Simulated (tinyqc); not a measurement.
Tunnelling through a gate dielectric, WKB transmission and Tsu-Esaki current: a Fowler-Nordheim plot.

Electrons leave the emitter at x = 0. Energies E (motion across the layers) are in eV from the emitter Fermi level; the collector Fermi level lies at -V and offers states at every E. No charge in the dielectric and no image force: F1 = V/t1, U = phi1 - F1 x. With C = hbar^2/(2 m0), kappa = sqrt(m (U - E)/C) where U > E and 0 elsewhere; T(E) = exp(-S), S = 2 times the integral of kappa over x.

The thickness is set to t1 = 6.7 nm and V = F t1. Each layer adds (2/F) sqrt(m/C) [G(u at its left edge) - G(u at its right edge)] to S, with u = U - E (0 where negative) and G(u) = (2/3) u^1.5. J = J0 times the integral of T(E) N(E) dE, N = ln[(1 + exp(-E/Vt))/(1 + exp((-E - V)/Vt))], J0 = q^2 me m0 kB T/(2 pi^2 hbar^3) (times 1e-4 for A/cm^2 per eV), from E = -Ef to far above the barrier (T = 1 there), by quadrature converged to the digits shown. The closed formula is J = A F^2 exp(-B/F), A = q^2 me/(16 pi^2 hbar m1 phi1) (A/V^2 with phi1 in volts), B = (4/3) sqrt(m1/C) phi1^1.5 (V/nm), C = hbar^2/(2 m0); it assumes zero temperature, a deep Fermi sea and S linear in E.

Inputs (values chosen for the exercise); dielectric values close to those of silicon dioxide: temperature T = 300 K; Fermi energy of the emitter above its band bottom Ef = 0.12 eV; emitter mass in the supply function me = 1 m0; barrier of layer 1 above the emitter Fermi level at zero bias phi1 = 3.02 eV; tunnelling mass of layer 1 m1 = 0.5 m0.

Constants: q = 1.602176634e-19 C, kB = 1.380649e-23 J/K, hbar = 1.054571817e-34 J s, m0 = 9.1093837015e-31 kg, Vt = kB T/q, hbar^2/(2 m0) = 0.0380998212 eV nm^2. Results are converted to the units shown.

A Fowler-Nordheim plot:
```
F (V/nm)  J (A/cm^2)  J by the formula (A/cm^2)  ln(J/F^2), F in V/cm
0.6        2.343e-11                  1.646e-11                -55.69
0.71        1.722e-8                   1.605e-8                -49.43
0.83        3.233e-6                   3.828e-6                -44.51
0.94        1.229e-4                   1.751e-4                -41.12
1.06        0.002771                   0.004715                -38.24
1.17         0.02761                    0.05442                -36.14
1.29          0.2174                     0.4964                -34.27
1.4            1.058                      2.738                -32.85
```

The slope of ln(J/F^2) against 1/F between the end rows is -23.98 V/nm, against B = 25.35 V/nm; read as B it gives phi1 = 2.91 eV. The integrated current is 42 % above the formula in the first row and 0.39 times it in the last. The shortfall in the last row comes from the shallow Fermi sea, which cuts off supply that the formula counts. The excess in the first row is thermal: at 20 K it is gone. In 4 of the 8 rows the field exceeds 10 MV/cm (up to 14.0), more than most dielectrics sustain; the model ignores breakdown.

Computed by the program tinyqc: `OMP_NUM_THREADS=1 python tinyqc.py 2540161 2540162 out.jsonl`, one thread of a shared Intel Xeon 2.30GHz, about 0.04 s for the whole run.
